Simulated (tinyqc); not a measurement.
# Worked calculation: deep-level transient spectroscopy

Computed by the program tinyqc: `OMP_NUM_THREADS=1 python tinyqc.py 2050023 2050024 out.jsonl`, one thread of a shared Intel Xeon 2.30GHz, about 0.01 s for the whole run. Printed values are rounded.

Schottky contact on an n-type layer with shallow donors Nd (all ionised) and a donor-like deep trap, neutral when filled and positive when empty; depletion approximation. Traps within lam of the depletion edge stay filled. A long pulse to Vp fills the traps beyond x1 = Wp - lam; back at Vr those between x1 and x2 = Wr - lam emit. A rate window reads S = C(t2) - C(t1).

Parameters, values chosen for the exercise; material values close to those of 4H silicon carbide: relative permittivity eps_r = 9.65; conduction-band density of states at 300 K Nc = 1.72e19 cm^-3; thermal velocity at 300 K vth = 1.9e7 cm/s; shallow donor density Nd = 4.5e15 cm^-3; built-in voltage Vbi = 1.18 V; depth of the trap below the conduction edge Et = 0.77 eV; capture cross-section sn = 1.4e-16 cm^2; trap density Nt = 1.9e13 cm^-3; reverse bias Vr = 6.8 V; reverse bias during the filling pulse Vp = 0 V; first sampling time t1 = 10 ms; second sampling time t2 = 100 ms; temperature of the transient T = 410 K; field at the trap F = 150 kV/cm.

Constants: q = 1.602176634e-19 C, kB = 1.380649e-23 J/K, eps0 = 8.8541878128e-14 F/cm where lengths are in cm. Results are converted to the units shown.

## Emission rate and rate window

Emission rate en = sn vth(T) Nc(T) exp(-Et/kB T) = sn g T^2 exp(-Et/kB T), g = vth Nc/(300 K)^2, as vth goes as T^0.5 and Nc as T^1.5 (degeneracy factor 1). For an exponential transient S peaks where en = ew = ln(t2/t1)/(t2 - t1).

g = 3.631111e21 cm^-2 s^-1 K^-2
en = 29.29449 1/s
1/en = 34.13611 ms
ew = 25.58428 1/s

## Widths

lam = sqrt(2 eps0 eps_r (EF - ET)/(q Nd)), EF - ET = Et - (kB T/q) ln(Nc(T)/Nd), Nc(T) = Nc (T/300 K)^1.5. In the steady state at the band bending V, 2 eps0 eps_r V/q = Nd W^2 + Nt (W - lam)^2 (the second term only if W > lam). V = Vbi + Vr gives Wr and V = Vbi + Vp gives Wp; x1 = max(Wp - lam, 0).

lam = 330.9170 nm
Wr = 1373.616 nm
Wp = 528.6939 nm
x1 = 197.7769 nm
x2 = 1042.699 nm
G = (x2^2 - x1^2)/Wr^2 = 0.5554876

The rule Nt = 2 Nd |dC|/C assumes G = 1 and would understate Nt by a factor of about 1/G = 1.80 here (the limit of small Nt/Nd).

## The transient

t, sample 0 to 6 (ms): [0, 5, 10, 55, 100, 200, 500]

W(t)^2 = Wr^2 + (Nt/Nd)(x2^2 - x1^2) exp(-en t), C = eps0 eps_r/W; for small Nt, dC/C = -(Nt/2 Nd) G exp(-en t) with G = (x2^2 - x1^2)/Wr^2. S = C(t2) - C(t1).

C, sample 0 to 6 (nF/cm^2): [6.213009, 6.214000, 6.214856, 6.218835, 6.219901, 6.220270, 6.220291]
C - C(final), sample 0 to 6 (pF/cm^2): [-7.281704, -6.291073, -5.435034, -1.455826, -0.389683, -0.020821, -0.000003]
S = 5.045351 pF/cm^2

## Step 1: peak temperature

T at the start = 300 K

Fixed-point step for en(T) = ew: T(new) = (Et q/kB)/ln(sn g T^2/ew), g = vth Nc/(300 K)^2.

T after step 1 = 419.4170 K

## Course of the iteration for the peak temperature

Start from 300 K; stop when T changes by less than 1e-8 K.

Course of the iteration:
```
step     T (K)  change (K)
1     419.4170         119
2     406.6259        12.8
3     407.7754        1.15
4     407.6704       0.105
5     407.6800     9.58e-3
6     407.6791     8.74e-4
7     407.6792     7.98e-5
8     407.6792     7.28e-6
9     407.6792     6.64e-7
10    407.6792     6.06e-8
11    407.6792     5.53e-9
```

Converged in 11 steps; each multiplies the error by -2 kB T/Et = -0.091.

## Poole-Frenkel lowering

A Coulomb centre of charge +q (when empty) in the field F lowers its barrier by dE = sqrt(q F/(pi eps0 eps_r)) along the field. One-dimensional rate: en exp(b), b = dE/kB T; three-dimensional (Hartke): en {[1 + (b - 1) exp(b)]/b^2 + 1/2}.

dE = 94.62107 meV
b = 2.678127
rate, one-dimensional = 426.4633 1/s
rate, three-dimensional = 118.5118 1/s

The one-dimensional form is 3.60 times the three-dimensional one, which counts the directions in which the barrier is lowered less or not at all.
